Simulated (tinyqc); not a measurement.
# Undoped symmetric double-gate MOSFET, analytic potential model: several studies

An undoped body of thickness ts between two equal insulators and tied gates; long channel, electrons only, n = ni exp((psi - V)/Vt) with V the quasi-Fermi potential (0 at the source, Vd at the drain), constant mobility, no quantisation. Across the body psi(x) = V - 2 Vt ln[(ts/(2 beta)) sqrt(q ni/(2 eps0 eps_r Vt)) cos(2 beta x/ts)], x from the centre. Q is the electron charge per area of the whole body.

Values chosen for this exercise; material values those of a made-up semiconductor: temperature T = 300 K; band gap Eg = 0.869 eV; relative permittivity of the semiconductor eps_r = 13.4; conduction-band density of states at T Nc = 2.63e17 cm^-3; valence-band density of states at T Nv = 9.19e18 cm^-3; relative permittivity of the gate insulator eox = 25; insulator thickness tox = 14 nm; body thickness ts = 15 nm; gate work function less that of the intrinsic body dphi = 0.08 V; channel mobility mu = 410 cm^2/(V s); gate length L = 0.2 um; drain voltage Vd = 0.8 V.

Constants: q = 1.602176634e-19 C, kB = 1.380649e-23 J/K, Vt = kB T/q, eps0 = 8.8541878128e-14 F/cm where lengths are in cm. Results are converted to the units shown.

Each table varies one quantity; the others keep the values above.

## Effect of the insulator thickness

ni = sqrt(Nc Nv) exp(-Eg/(2 Vt)), Eg in volts; r = eps_r tox/(eox ts); V0 = dphi + 2 Vt ln[(2/ts) sqrt(2 eps0 eps_r Vt/(q ni))]. beta (between 0 and pi/2) solves (Vg - V0 - V)/(2 Vt) = ln(beta) - ln(cos beta) + 2 r beta tan(beta). Q = 8 eps0 eps_r Vt beta tan(beta)/ts; I = mu (1/L)(4 eps0 eps_r/ts)(2 Vt)^2 [g(beta_s) - g(beta_d)] per width, g = beta tan(beta) - beta^2/2 + r beta^2 tan^2(beta), with beta_s at V = 0 and beta_d at V = Vd.  I(low) is taken at Vg = 0.24 V, Qs and I(high) at Vg = 0.99 V.

The same in every row: V0 (V) = 0.4931.

Effect of the insulator thickness:

| tox (nm) | I(low) (nA/um) | Qs(high) (nC/cm^2) | I(high) (uA/um) |
|---|---|---|---|
| 4.7 | 0.4845 | 3226 | 1455 |
| 6.7 | 0.4845 | 2368 | 1102 |
| 9.7 | 0.4845 | 1711 | 821.4 |
| 14 | 0.4845 | 1238 | 610.9 |
| 20 | 0.4844 | 901.2 | 456.2 |
| 29 | 0.4844 | 646.2 | 335.1 |
| 42 | 0.4844 | 462.7 | 245.2 |

As tox goes from 4.7 to 42 nm, I(low) stays near 0.484 nA/um and I(high) falls from 1460 to 245 uA/um. On average I(low) is independent of tox and I(high) goes as tox^(-0.81). Below threshold no voltage drops over the insulator in this long-channel model, so its thickness does not matter there. In every row the surface density at the source at the higher gate voltage passes 0.3 Nc, where Boltzmann statistics fail. In every row mu V/L at the higher gate voltage, with V the smaller of Vd and Vg - V0, passes 3e6 cm/s, so velocity saturation would lower the current. At tox = 42 nm L is under three scale lengths of this cross-section, so short-channel effects, left out here, would raise the subthreshold current.

## Output curve

Q = 8 eps0 eps_r Vt beta tan(beta)/ts; I = mu (1/L)(4 eps0 eps_r/ts)(2 Vt)^2 [g(beta_s) - g(beta_d)] per width, g = beta tan(beta) - beta^2/2 + r beta^2 tan^2(beta), with beta_s at V = 0 and beta_d at V = Vd.

In this table Vg = 1.16 V.

Output curve:

| Vd (V) | Qd (nC/cm^2) | Qd/Qs | I (uA/um) |
|---|---|---|---|
| 0.13 | 1350 | 0.7839 | 409.2 |
| 0.25 | 1016 | 0.5898 | 700.0 |
| 0.36 | 721.1 | 0.4187 | 895.6 |
| 0.48 | 421.3 | 0.2446 | 1036 |
| 0.6 | 165.0 | 0.09583 | 1106 |
| 0.72 | 16.12 | 0.009358 | 1125 |
| 0.84 | 0.2012 | 1.168e-4 | 1126 |
| 0.95 | 0.002864 | 1.663e-6 | 1126 |
| 1.07 | 2.762e-5 | 1.603e-8 | 1126 |

The current rises from 409 to 1130 uA/um, while the charge at the drain end falls from 0.78 to 1.6e-8 of that at the source. The current first comes within 1 % of its last value at Vd = 0.72 V among the rows. Over the last rows Qd falls by a factor of e for each Vt of drain voltage: the drain end is in weak inversion. In every row the surface density at the source passes 0.3 Nc, where Boltzmann statistics fail. For Vd = 0.25 to 1.07 V mu V/L, with V the smaller of Vd and Vg - V0, passes 3e6 cm/s, so velocity saturation would lower the current.

## Effect of the gate work function less that of the intrinsic body

Same model as above.

Results:

| dphi (V) | V0 (V) | I(low) (nA/um) | Qs(high) (nC/cm^2) | I(high) (uA/um) |
|---|---|---|---|---|
| -0.07 | 0.3431 | 156.6 | 1665 | 1057 |
| 0.03 | 0.4431 | 3.350 | 1379 | 745.0 |
| 0.08 | 0.4931 | 0.4845 | 1238 | 610.9 |
| 0.13 | 0.5431 | 0.07004 | 1098 | 491.2 |
| 0.18 | 0.5931 | 0.01012 | 961.2 | 385.7 |
| 0.23 | 0.6431 | 0.001464 | 826.6 | 294.1 |

Estimate the missing row, dphi = -0.02 V.

Computed row:

| dphi (V) | V0 (V) | I(low) (nA/um) | Qs(high) (nC/cm^2) | I(high) (uA/um) |
|---|---|---|---|---|
| -0.02 | 0.3931 | 23.10 | 1521 | 893.5 |

With this row back in the table: As dphi goes from -0.07 to 0.23 V, I(low) falls from 157 to 0.00146 nA/um and I(high) falls from 1060 to 294 uA/um. V0 rises from 0.343 to 0.643 V. In every row the surface density at the source at the higher gate voltage passes 0.3 Nc, where Boltzmann statistics fail. In every row mu V/L at the higher gate voltage, with V the smaller of Vd and Vg - V0, passes 3e6 cm/s, so velocity saturation would lower the current.

tinyqc, about 0.02 s, one thread, Intel Xeon 2.30GHz (shared host): `OMP_NUM_THREADS=1 python tinyqc.py 2440110 2440111 out.jsonl`
